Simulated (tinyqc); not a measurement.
## p-n diode with diffusion and depletion-layer recombination: currents and ideality against junction voltage

Abrupt junction in the depletion approximation, low injection, full ionisation, neutral widths fixed, ohmic contact on the p side. Vj is the junction voltage; where a series resistance Rs is given, V = Vj + J Rs is the terminal voltage.

ni = sqrt(Nc Nv) exp(-Eg/(2 Vt)), Eg in volts; D = mu Vt; Ln = sqrt(Dn tn), Lp = sqrt(Dp tp); J0n = q ni^2 Dn coth(wp/Ln)/(Ln Na); J0p = (q ni^2 Dp/(Lp Nd)) (s + tanh(wn/Lp))/(1 + s tanh(wn/Lp)), s = Sp Lp/Dp. J_diff = (J0n + J0p)(exp(Vj/Vt) - 1). Vbi = Vt ln(Na Nd/ni^2), W = sqrt(2 eps0 eps_r (Vbi - Vj)(1/Na + 1/Nd)/q), xp = W Nd/(Na + Nd), xn = W Na/(Na + Nd); u(x) = q Na (x + xp)^2/(2 eps0 eps_r) for x < 0 and Vbi - Vj - q Nd (xn - x)^2/(2 eps0 eps_r) for x > 0; p = Na exp(-u/Vt), n = Nd exp((u - Vbi + Vj)/Vt); U = ni^2 (exp(Vj/Vt) - 1)/(tp (n + ni exp(Et/Vt)) + tn (p + ni exp(-Et/Vt))); J_scr = q times the integral of U from -xp to xn. J = J_diff + J_scr. Ideality = (1/Vt) dVj/d ln J or (1/Vt) dV/d ln J; last column ni^2 exp(Vj/Vt)/N^2.

Parameters, values chosen for the exercise; band and dielectric values close to those of silicon:
```
symbol    value        unit                                  meaning
T           300           K                              temperature
Eg         1.13          eV                                 band gap
eps_r      11.9                                relative permittivity
Nc      2.82e19       cm^-3   conduction-band density of states at T
Nv      2.64e19       cm^-3      valence-band density of states at T
Na       7.9e16       cm^-3                         acceptor density
Nd       2.3e17       cm^-3                            donor density
mun         640  cm^2/(V s)          electron mobility in the p side
mup         210  cm^2/(V s)              hole mobility in the n side
tn         1e-9           s                        electron lifetime
tp         7e-8           s                            hole lifetime
wp          4.3          um              neutral width of the p side
wn          5.4          um              neutral width of the n side
Sp        30000        cm/s  recombination velocity at the n contact
Rs        0.031    ohm cm^2                        series resistance
Et            0          eV     trap level above the intrinsic level
```

Constants: q = 1.602176634e-19 C, kB = 1.380649e-23 J/K, Vt = kB T/q, eps0 = 8.8541878128e-14 F/cm where lengths are in cm. Results are converted to the units shown.

Currents and ideality against junction voltage:

| Vj (V) | J_diff (A/cm^2) | J_scr (A/cm^2) | J (A/cm^2) | V (V) | ideality against Vj | ideality against V | minority/doping, lighter side |
|---|---|---|---|---|---|---|---|
| 0.21 | 7.015e-8 | 4.914e-6 | 4.984e-6 | 0.2100 | 1.802 | 1.802 | 4.181e-11 |
| 0.27 | 7.147e-7 | 1.728e-5 | 1.800e-5 | 0.2700 | 1.798 | 1.798 | 4.258e-10 |
| 0.34 | 1.072e-5 | 7.415e-5 | 8.487e-5 | 0.3400 | 1.673 | 1.674 | 6.385e-9 |
| 0.4 | 1.092e-4 | 2.613e-4 | 3.704e-4 | 0.4000 | 1.470 | 1.470 | 6.503e-8 |
| 0.46 | 0.001112 | 9.415e-4 | 0.002053 | 0.4601 | 1.254 | 1.256 | 6.624e-7 |
| 0.52 | 0.01132 | 0.003509 | 0.01483 | 0.5205 | 1.112 | 1.129 | 6.746e-6 |
| 0.58 | 0.1153 | 0.01363 | 0.1289 | 0.5840 | 1.045 | 1.200 | 6.871e-5 |
| 0.64 | 1.175 | 0.05367 | 1.228 | 0.6781 | 1.019 | 2.492 | 6.998e-4 |
| 0.7 | 11.96 | 0.1749 | 12.14 | 1.076 | 1.009 | 15.56 | 0.007127 |

The ideality against Vj falls from 1.80 to 1.01. Diffusion overtakes recombination in the layer between Vj = 0.4 and 0.46 V. J_scr alone has an ideality of 1.85 between the first two rows and 1.96 between the last two. From Vj = 0.58 V the series resistance raises the terminal ideality by over a tenth; there J Rs = 0.15 Vt.

tinyqc, about 0.01 s, one thread, Intel Xeon 2.30GHz (shared host): `OMP_NUM_THREADS=1 python tinyqc.py 2260134 2260135 out.jsonl`
